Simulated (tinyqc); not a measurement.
Coherent transport through a tight-binding region between two chains, step by step. Computed by tinyqc, a small Python program that keeps every step. Settings: temperature = 4, mu = 0.12. Command: `OMP_NUM_THREADS=1 python tinyqc.py 23519 23520 out.jsonl` (the two numbers bound the seeds that draw the settings). One thread of a shared host (Intel(R) Xeon(R) Processor @ 2.60GHz), about 0.2 s of CPU time with the checks.

## Transmission at E = -0.29 eV

H of the central region (eV):
```
[[0.0000, -2.0000, 0.0000, 0.0000, 0.0000, 0.0000],
 [-2.0000, 0.8500, -0.9700, 0.0000, 0.0000, 0.0000],
 [0.0000, -0.9700, 0.8500, -1.1500, 0.0000, 0.0000],
 [0.0000, 0.0000, -1.1500, 0.8500, -1.1400, 0.0000],
 [0.0000, 0.0000, 0.0000, -1.1400, 0.8500, -1.0700],
 [0.0000, 0.0000, 0.0000, 0.0000, -1.0700, 0.0000]]
```

Leads: semi-infinite chains with site energy 0:
```
parameter                           value
lead hopping t (eV)              2.200000
coupling to the left lead (eV)   1.480000
coupling to the right lead (eV)  1.400000
left contact site                       1
right contact site                      6
```

E = -0.2900 eV

Surface Green function g = (E - i sqrt(4 t^2 - E^2)) / (2 t^2); self-energy tc^2 g on each contact site; G = (E - H - Sigma)^(-1); Gamma = -2 Im Sigma; T = Gamma_L Gamma_R |G_LR|^2; local density of states -Im G_ii / pi.

g = -0.0300-0.4536i 1/eV

G (1/eV):
```
[[0.1469-0.2216i, 0.4064-0.0978i, 0.1747+0.3419i, -0.1696+0.4214i, -0.3459+0.0766i, -0.1877-0.3674i],
 [0.4064-0.0978i, -0.0030-0.2129i, 0.1894-0.0484i, 0.1903+0.1315i, -0.0008+0.1804i, -0.2036+0.0520i],
 [0.1747+0.3419i, 0.1894-0.0484i, -0.1376-0.7618i, 0.5734-0.7143i, 0.7122+0.0541i, 0.1478+0.8188i],
 [-0.1696+0.4214i, 0.1903+0.1315i, 0.5734-0.7143i, 0.4079-0.8191i, 0.7067-0.0985i, 0.3183+0.7677i],
 [-0.3459+0.0766i, -0.0008+0.1804i, 0.7122+0.0541i, 0.7067-0.0985i, -0.0118-0.1531i, 0.1691-0.0582i],
 [-0.1877-0.3674i, -0.2036+0.0520i, 0.1478+0.8188i, 0.3183+0.7677i, 0.1691-0.0582i, -0.1589-0.8800i]]
```

local density of states (1/eV): [0.0705, 0.0678, 0.2425, 0.2607, 0.0487, 0.2801]

transmission = 0.6015

## Transmission across the band

The same steps on a grid of energies.

T(E):
```
E (eV)            T
-4.180000  1.49e-07
-3.762000  1.51e-06
-3.344000  1.05e-05
-2.926000  7.75e-05
-2.508000    0.0007
-2.090000    0.0064
-1.672000    0.0384
-1.254000    0.2245
-0.836000    0.5909
-0.418000    0.6228
0.000000     0.4645
0.418000     0.3524
0.836000     0.5438
1.254000     0.7927
1.672000     0.3164
2.090000     0.3329
2.508000     0.8836
2.926000     0.1855
3.344000     0.0108
3.762000   2.92e-04
4.180000   1.11e-05
```

levels of the isolated region (eV): [-1.8175, -1.1015, -0.1695, 1.1545, 2.3495, 2.9845]

## Current

I = (2e/h) int T(E) [f(E - mu - V/2) - f(E - mu + V/2)] dE at 4 K with mu = 0.12 eV, the bias not changing H; 2e^2/h = 77.48092 microsiemens; the integral runs over the band on 4001 points.

Current:
```
V (volt)  I (microampere)
0.0100             0.3061
0.0500             1.5784
0.1000             3.1883
0.2000             6.3750
0.4000            12.9371
0.8000            27.0666
```
